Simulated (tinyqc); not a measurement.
Worked calculation: Pariser-Parr-Pople SCF with singles CI, for the molecule C1=Cc2ncccc21 (SMILES; centres numbered as the heavy atoms are written). Computed by tinyqc, a small Python program that keeps every step. Settings: charge = 0, gamma = MN, start = huckel, damping = 0.5, iteration cap = 70, excitations kept = 4. Command: `OMP_NUM_THREADS=1 python tinyqc.py 27229 27230 out.jsonl` (the two numbers bound the seeds that draw the settings). One thread of a shared host (Intel(R) Xeon(R) Processor @ 2.60GHz), about 0.01 s of CPU time with the checks. Later iterations appear only in the table of the cycle.

## PPP integrals

Centres (angstrom, eV; a flat drawing with bonds scaled to 1.40 angstrom):
```
centre        x        y  core charge z        W  gamma_rr
1C      -1.9590   0.7000              1  10.3900   12.6300
2C      -1.9590  -0.7000              1  10.3900   12.6300
3C      -0.5590  -0.7000              1  10.3900   12.6300
4N       0.6530  -1.4000              1  12.7600   12.5000
5C       1.8660  -0.7000              1  10.3900   12.6300
6C       1.8660   0.7000              1  10.3900   12.6300
7C       0.6530   1.4000              1  10.3900   12.6300
8C      -0.5590   0.7000              1  10.3900   12.6300
```

Resonance integrals (eV):
```
i  j     beta
1  2  -2.3900
2  3  -2.3900
3  4  -2.4700
4  5  -2.4700
5  6  -2.3900
6  7  -2.3900
7  8  -2.3900
8  1  -2.3900
8  3  -2.3900
```

Mataga-Nishimoto: gamma = 14.399645/(R + a), a = 2 x 14.399645/(gamma_rr + gamma_ss); H_rr = -W_r - sum_(s != r) z_s gamma_rs; H_rs = beta for bonds.

repulsion gamma_rs (eV):
```
         1C       2C       3C       4N       5C       6C       7C       8C
1C  12.6300   5.6689   4.6153   3.2017   2.7621   2.9002   3.7457   5.6689
2C   5.6689  12.6300   5.6689   3.7400   2.9002   2.7621   3.2059   4.6153
3C   4.6153   5.6689  12.6300   5.6566   4.0390   3.6545   4.0394   5.6689
4N   3.2017   3.7400   5.6566  12.5000   5.6547   4.0322   3.6492   4.0328
5C   2.7621   2.9002   4.0390   5.6547  12.6300   5.6689   4.0389   3.6545
6C   2.9002   2.7621   3.6545   4.0322   5.6689  12.6300   5.6678   4.0390
7C   3.7457   3.2059   4.0394   3.6492   4.0389   5.6678  12.6300   5.6697
8C   5.6689   4.6153   5.6689   4.0328   3.6545   4.0390   5.6697  12.6300
```

core matrix H (eV):
```
          1C        2C        3C        4N        5C        6C        7C        8C
1C  -38.9527   -2.3900    0.0000    0.0000    0.0000    0.0000    0.0000   -2.3900
2C   -2.3900  -38.9512   -2.3900    0.0000    0.0000    0.0000    0.0000    0.0000
3C    0.0000   -2.3900  -43.7326   -2.4700    0.0000    0.0000    0.0000   -2.3900
4N    0.0000    0.0000   -2.4700  -42.7271   -2.4700    0.0000    0.0000    0.0000
5C    0.0000    0.0000    0.0000   -2.4700  -39.1083   -2.3900    0.0000    0.0000
6C    0.0000    0.0000    0.0000    0.0000   -2.3900  -39.1147   -2.3900    0.0000
7C    0.0000    0.0000    0.0000    0.0000    0.0000   -2.3900  -40.4066   -2.3900
8C   -2.3900    0.0000   -2.3900    0.0000    0.0000    0.0000   -2.3900  -43.7391
```

## Starting guess

pi electrons, sum of z_r less the charge = 8

Orbitals of the Hueckel matrix of the beta values.

P at the start:
```
         1C       2C       3C       4N       5C       6C       7C       8C
1C   1.0000   0.8995   0.0000  -0.3417   0.0000   0.1677   0.0000   0.2144
2C   0.8995   1.0000   0.2110   0.0000   0.1627   0.0000  -0.3463   0.0000
3C   0.0000   0.2110   1.0000   0.7279   0.0000  -0.3513   0.0000   0.5498
4N  -0.3417   0.0000   0.7279   1.0000   0.5673   0.0000  -0.1777   0.0000
5C   0.0000   0.1627   0.0000   0.5673   1.0000   0.7283   0.0000  -0.3481
6C   0.1677   0.0000  -0.3513   0.0000   0.7283   1.0000   0.5639   0.0000
7C   0.0000  -0.3463   0.0000  -0.1777   0.0000   0.5639   1.0000   0.7284
8C   0.2144   0.0000   0.5498   0.0000  -0.3481   0.0000   0.7284   1.0000
```

## Iteration 1: Fock matrix

F_rr = H_rr + P_rr gamma_rr / 2 + sum_(s != r) P_ss gamma_rs; F_rs = H_rs - P_rs gamma_rs / 2; E = tr P (H + F) / 2 + core repulsion sum_(r<s) z_r z_s gamma_rs.

F (eV):
```
         1C       2C       3C       4N       5C       6C       7C       8C
1C  -4.0750  -4.9396   0.0000   0.5470   0.0000  -0.2432   0.0000  -2.9977
2C  -4.9396  -4.0750  -2.9880   0.0000  -0.2359   0.0000   0.5550   0.0000
3C   0.0000  -2.9880  -4.0750  -4.5286   0.0000   0.6419   0.0000  -3.9484
4N   0.5470   0.0000  -4.5286  -6.5100  -4.0741   0.0000   0.3242   0.0000
5C   0.0000  -0.2359   0.0000  -4.0741  -4.0750  -4.4545   0.0000   0.6361
6C  -0.2432   0.0000   0.6419   0.0000  -4.4545  -4.0750  -3.9880   0.0000
7C   0.0000   0.5550   0.0000   0.3242   0.0000  -3.9880  -4.0750  -4.4549
8C  -2.9977   0.0000  -3.9484   0.0000   0.6361   0.0000  -4.4549  -4.0750
```

pi energy = -95.9672 eV

## Iteration 1: orbitals and new P

Diagonalise F (the basis is taken as orthonormal) and form P = 2 sum c c over the lowest orbitals; 0.5 of the old P is kept.

orbital energies (eV): -13.2627  -10.6669  -9.7718  -7.1633  -1.1826  0.3429  2.1367  4.5329

P after iteration 1:
```
         1C       2C       3C       4N       5C       6C       7C       8C
1C   0.9818   0.9117   0.0315  -0.3165   0.0199   0.1543  -0.0117   0.1996
2C   0.9117   1.0017   0.1980  -0.0092   0.1519   0.0020  -0.3246   0.0004
3C   0.0315   0.1980   0.9427   0.7249  -0.0380  -0.3480   0.0207   0.5493
4N  -0.3165  -0.0092   0.7249   1.1052   0.5610  -0.0107  -0.1901  -0.0039
5C   0.0199   0.1519  -0.0380   0.5610   0.9738   0.7326   0.0135  -0.3463
6C   0.1543   0.0020  -0.3480  -0.0107   0.7326   1.0022   0.5639   0.0005
7C  -0.0117  -0.3246   0.0207  -0.1901   0.0135   0.5639   0.9923   0.7337
8C   0.1996   0.0004   0.5493  -0.0039  -0.3463   0.0005   0.7337   1.0002
```

## Iteration 2: Fock matrix

As before.

F (eV):
```
         1C       2C       3C       4N       5C       6C       7C       8C
1C  -4.2012  -4.9743  -0.0726   0.5067  -0.0275  -0.2237   0.0219  -2.9558
2C  -4.9743  -4.1921  -2.9513   0.0173  -0.2203  -0.0027   0.5203  -0.0009
3C  -0.0726  -2.9513  -4.0434  -4.5203   0.0767   0.6358  -0.0418  -3.9469
4N   0.5067   0.0173  -4.5203  -6.3947  -4.0562   0.0216   0.3468   0.0078
5C  -0.0275  -0.2203   0.0767  -4.0562  -3.9398  -4.4664  -0.0272   0.6327
6C  -0.2237  -0.0027   0.6358   0.0216  -4.4664  -4.0853  -3.9881  -0.0010
7C   0.0219   0.5203  -0.0418   0.3468  -0.0272  -3.9881  -4.1256  -4.4698
8C  -2.9558  -0.0009  -3.9469   0.0078   0.6327  -0.0010  -4.4698  -4.1997
```

pi energy = -96.1261 eV

## Iteration 2: orbitals and new P

As before.

orbital energies (eV): -13.2561  -10.6571  -9.7758  -7.2515  -1.2155  0.3989  2.1170  4.4583

P after iteration 2:
```
         1C       2C       3C       4N       5C       6C       7C       8C
1C   0.9737   0.9203   0.0481  -0.2994   0.0290   0.1453  -0.0177   0.1888
2C   0.9203   1.0023   0.1884  -0.0137   0.1442   0.0044  -0.3092  -0.0015
3C   0.0481   0.1884   0.9128   0.7232  -0.0564  -0.3460   0.0310   0.5502
4N  -0.2994  -0.0137   0.7232   1.1606   0.5583  -0.0152  -0.1994  -0.0077
5C   0.0290   0.1442  -0.0564   0.5583   0.9553   0.7347   0.0236  -0.3447
6C   0.1453   0.0044  -0.3460  -0.0152   0.7347   1.0049   0.5646  -0.0014
7C  -0.0177  -0.3092   0.0310  -0.1994   0.0236   0.5646   0.9862   0.7365
8C   0.1888  -0.0015   0.5502  -0.0077  -0.3447  -0.0014   0.7365   1.0042
```

## Iteration 3: Fock matrix

As before.

F (eV):
```
         1C       2C       3C       4N       5C       6C       7C       8C
1C  -4.2532  -4.9984  -0.1111   0.4793  -0.0400  -0.2108   0.0332  -2.9252
2C  -4.9984  -4.2440  -2.9241   0.0257  -0.2091  -0.0061   0.4956   0.0036
3C  -0.1111  -2.9241  -4.0200  -4.5156   0.1139   0.6323  -0.0627  -3.9495
4N   0.4793   0.0257  -4.5156  -6.3417  -4.0485   0.0306   0.3639   0.0156
5C  -0.0400  -0.2091   0.1139  -4.0485  -3.8802  -4.4724  -0.0476   0.6299
6C  -0.2108  -0.0061   0.6323   0.0306  -4.4724  -4.0999  -3.9901   0.0028
7C   0.0332   0.4956  -0.0627   0.3639  -0.0476  -3.9901  -4.1483  -4.4779
8C  -2.9252   0.0036  -3.9495   0.0156   0.6299   0.0028  -4.4779  -4.2552
```

pi energy = -96.2141 eV

## Iteration 3: orbitals and new P

As before.

orbital energies (eV): -13.2531  -10.6513  -9.7760  -7.2962  -1.2224  0.4257  2.1026  4.4282

P after iteration 3:
```
         1C       2C       3C       4N       5C       6C       7C       8C
1C   0.9699   0.9262   0.0574  -0.2876   0.0328   0.1393  -0.0209   0.1810
2C   0.9262   1.0028   0.1815  -0.0162   0.1387   0.0068  -0.2983  -0.0039
3C   0.0574   0.1815   0.8969   0.7221  -0.0652  -0.3448   0.0364   0.5517
4N  -0.2876  -0.0162   0.7221   1.1900   0.5573  -0.0173  -0.2064  -0.0107
5C   0.0328   0.1387  -0.0652   0.5573   0.9429   0.7356   0.0306  -0.3435
6C   0.1393   0.0068  -0.3448  -0.0173   0.7356   1.0072   0.5657  -0.0037
7C  -0.0209  -0.2983   0.0364  -0.2064   0.0306   0.5657   0.9819   0.7379
8C   0.1810  -0.0039   0.5517  -0.0107  -0.3435  -0.0037   0.7379   1.0084
```

## Convergence

Stop when output and input P, before any damping, agree to 1e-7.

Course of the cycle:
```
iteration      E (eV)  largest |P(out) - P(in)|
1          -95.967188                  2.10e-01
2          -96.126097                  1.11e-01
3          -96.214075                  5.89e-02
4          -96.261998                  3.18e-02
5          -96.287798                  1.74e-02
6          -96.301585                  9.60e-03
7          -96.308923                  5.68e-03
8          -96.312824                  4.09e-03
9          -96.314898                  2.97e-03
10         -96.316005                  2.16e-03
11         -96.316597                  1.59e-03
...               ...                       ...
47         -96.317308                  6.68e-07
48         -96.317308                  5.42e-07
49         -96.317308                  4.39e-07
50         -96.317308                  3.56e-07
51         -96.317308                  2.89e-07
52         -96.317308                  2.35e-07
53         -96.317308                  1.90e-07
54         -96.317308                  1.55e-07
55         -96.317308                  1.25e-07
56         -96.317308                  1.02e-07
57         -96.317308                  8.26e-08
```

Converged in 57 iterations.

## Converged orbitals

Charges are z - P_rr.

orbital energies (eV): -13.2393  -10.6497  -9.7742  -7.3546  -1.1950  0.4489  2.0775  4.4050

coefficients:
```
       MO1      MO2      MO3      MO4      MO5      MO6      MO7      MO8
1C  0.3097  -0.4356   0.0353   0.4421   0.5148   0.1111   0.3520  -0.3411
2C  0.3161  -0.3806  -0.1668   0.4801  -0.4664   0.1569  -0.3724   0.3407
3C  0.4793  -0.1006  -0.2991  -0.3299  -0.4366  -0.3441   0.1969  -0.4627
4N  0.4256   0.4116  -0.4908  -0.1465   0.2159   0.4961   0.1536   0.2659
5C  0.2665   0.5125  -0.0191   0.3556   0.2446  -0.3788  -0.5238  -0.2485
6C  0.2280   0.3858   0.4465   0.3264  -0.2906  -0.1662   0.5572   0.2658
7C  0.2863   0.0647   0.5964  -0.2116  -0.1431   0.5547  -0.2623  -0.3413
8C  0.4339  -0.2648   0.2918  -0.4075   0.3398  -0.3461  -0.1460   0.4836
```

pi charges: 1C 0.0353, 2C -0.0061, 3C 0.1237, 4N -0.2259, 5C 0.0789, 6C -0.0135, 7C 0.0268, 8C -0.0191

## Singles CI, singlets

Over the 4 single excitations with the smallest orbital gaps: A = (e_a - e_i) delta + 2 (ia|jb) - (ij|ab), with (pq|rs) = sum c_mp c_mq gamma_mn c_nr c_ns. f = 2/3 w |mu|^2 in atomic units, mu = sqrt2 sum c_ia sum_m c_mi c_ma R_m.

singlet CI matrix (eV):
```
         4>5      4>6      3>5      4>7
4>5   2.3223  -0.0829   0.1725  -0.0272
4>6  -0.0829   4.7032   1.0147   0.0441
3>5   0.1725   1.0147   5.2777  -0.2061
4>7  -0.0272   0.0441  -0.2061   6.4834
```

singlet excitation energies (eV): 2.3025  3.9433  6.0077  6.5331

oscillator strengths: 0.0035  0.0505  1.1031  0.6759

## Singles CI, triplets

Over the 4 single excitations with the smallest orbital gaps: A = (e_a - e_i) delta - (ij|ab), with (pq|rs) = sum c_mp c_mq gamma_mn c_nr c_ns.

triplet CI matrix (eV):
```
         4>5      4>6      3>5      4>7
4>5   0.3973   0.0849   0.1067  -0.3548
4>6   0.0849   2.8620  -0.4287   0.0351
3>5   0.1067  -0.4287   3.8547   0.4082
4>7  -0.3548   0.0351   0.4082   4.2734
```

triplet excitation energies (eV): 0.3546  2.6925  3.7786  4.5616
